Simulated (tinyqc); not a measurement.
# Energy and delay of logic against supply voltage: optimum supplies against the threshold voltage at zero drain bias

One expression serves below and above threshold: I(Vg) = Ik [ln(1 + exp((Vg - VT + dd V)/(al nf Vt)))]^al, with I_on = I(V) and I_off = I(0). Gate delay td = kd C V/I_on, clock period LD td. Per gate and cycle the switching energy is act C V^2 and the leakage energy I_off V LD td. No short-circuit current, no variation. Minima are sought above 0.09 V; below a few Vt gates no longer switch and the model has no meaning.

V_min minimises the energy and V_EDP the product of energy and td.

Parameters, values chosen for the exercise; values of the order met in logic technologies:
```
symbol  value  unit                              meaning
T         330     K                          temperature
nf       1.21                               slope factor
dd       0.04        barrier lowering per volt of supply
Ik        0.3    uA           specific current of a gate
al       1.34                exponent of the current law
C        0.59    fF           load capacitance of a gate
kd        0.9                               delay factor
LD         12                                logic depth
act      0.01                            activity factor
```

Constants: q = 1.602176634e-19 C, kB = 1.380649e-23 J/K, Vt = kB T/q. Results are converted to the units shown.

Result of one run:
```
VT (V)	V_min (V)	energy at V_min (aJ)	leakage share (%)	clock at V_min (MHz)	V_EDP (V)	clock at V_EDP (GHz)
0.4	0.2786	0.6177	25.84	6.472	0.6952	0.9197
```

What becomes of these results when the threshold voltage at zero drain bias VT is changed from 0.4 to 0.55 V, all else the same?

Result of the changed run:
```
VT (V)	V_min (V)	energy at V_min (aJ)	leakage share (%)	clock at V_min (MHz)	V_EDP (V)	clock at V_EDP (GHz)
0.55	0.2787	0.6089	24.74	0.08774	0.9557	1.024
```

The whole series:
```
VT (V)	V_min (V)	energy at V_min (aJ)	leakage share (%)	clock at V_min (MHz)	V_EDP (V)	clock at V_EDP (GHz)
0.15	0.2617	2.323	82.61	686.9	0.4291	1.327
0.2	0.2791	1.216	62.20	452.9	0.4420	1.081
0.25	0.2796	0.8251	44.08	222.4	0.4697	0.9077
0.3	0.2788	0.6854	33.10	83.23	0.5301	0.8624
0.35	0.2786	0.6353	27.92	24.90	0.6097	0.8833
0.4	0.2786	0.6177	25.84	6.472	0.6952	0.9197
0.45	0.2787	0.6117	25.09	1.575	0.7819	0.9567
0.5	0.2787	0.6096	24.83	0.3734	0.8688	0.9916
0.55	0.2787	0.6089	24.74	0.08774	0.9557	1.024
```

As VT goes from 0.15 to 0.55, V_min moves up and down between 0.262 and 0.280 V, the energy there falls from 2.32 to 0.609 aJ, the clock there falls from 687 to 0.0877 MHz and V_EDP rises from 0.429 to 0.956 V. V_min lies below VT for VT = 0.3, 0.35, 0.4, 0.45, 0.5, 0.55 V. As VT grows, I_on too becomes a subthreshold current, VT cancels more and more from the energy, and it mainly sets the clock.

tinyqc, about 0.01 s, one thread, Intel Xeon 2.30GHz (shared host): `OMP_NUM_THREADS=1 python tinyqc.py 2082146 2082147 out.jsonl`
